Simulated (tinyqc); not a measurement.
Lattice against boundary over temperature: grain-boundary diffusion: Harrison regimes, Fisher and Le Claire analysis, Hart average. Computed by tinyqc, a small Python program. Command: `OMP_NUM_THREADS=1 python tinyqc.py 3013581 3013582 out.jsonl gbdiff walk`. One thread of a shared host (Intel(R) Xeon(R) Processor @ 2.30GHz), about 0.01 s of CPU time with the checks.

A boundary is a slab of width delta with diffusivity D_b, normal to a surface held at constant concentration; it leaks into grains of diffusivity D.

Inputs (values chosen for the exercise, for a model polycrystal):
```
quantity                          value   unit
melting point T_m                  1420      K
lattice prefactor D0            6.7e-05  m^2/s
lattice activation energy E        2.32     eV
boundary prefactor D0b          5.2e-06  m^2/s
boundary activation energy E_b     1.33     eV
boundary width delta               0.95     nm
segregation factor s                  1      -
grain size d                       0.71     um
temperature T                       772      K
time t                            47000      s
```

Constants: k_B = 8.617333262e-05 eV/K.

Method:
- D = D0 exp(-E/(k_B T)), D_b = D0b exp(-E_b/(k_B T)).
- Triple product P = s delta D_b.
- Hart average for parallel slabs: f = delta/d, D_eff = (s f D_b + (1 - f) D)/(1 - f + s f); share of the boundaries = s f D_b/(s f D_b + (1 - f) D); depth sqrt(D_eff t).
- l = sqrt(D t); P = s delta D_b; alpha = s delta/(2 l); beta = P/(2 D l). Regime A if l > 3 d, C if alpha > 1, B if alpha < 0.1, l < d/4 and beta > 10, otherwise a transition.
- D_eff = (s f D_b + (1 - f) D)/(1 - f + s f), f = delta/d; share of the boundaries = s f D_b/(s f D_b + (1 - f) D).

boundary fraction f = 0.00133803

Diffusivities (m^2/s):
```
T/T_m  T (K)           D         D_b       D_eff    share      regime
0.3      426  2.3955e-32  9.5826e-22  1.2822e-24  1.00000           C
0.4      568  1.7421e-25  8.2246e-18  1.1005e-20  0.99998           C
0.5      710  2.2807e-21  1.8849e-15  2.5243e-18  0.99910           B
0.6      852  1.2669e-18  7.0590e-14  9.5717e-17  0.98678  transition
0.7      994  1.1567e-16  9.3894e-13  1.3718e-15  0.91580           A
0.8     1136  3.4164e-15  6.5397e-12  1.2162e-14  0.71947           A
0.9     1278  4.7553e-14  2.9591e-11  8.7084e-14  0.45467           A
1.0     1420  3.9090e-13  9.9003e-11  5.2285e-13  0.25336           A
```

The apparent activation energy of D_eff is 1.33 eV between the first rows and 1.97 eV between the last, against E_b = 1.33 and E = 2.32 eV. Among these rows boundaries carry most of the flux up to T/T_m = 0.8, the lattice above. Caution: outside regime A (which needs sqrt(D t) above about 3 d) the Hart average and its depth are formal: they describe a profile only in regime A or at steady state. Caution: outside regime A, D_eff and the share of the boundaries hold only at steady state.
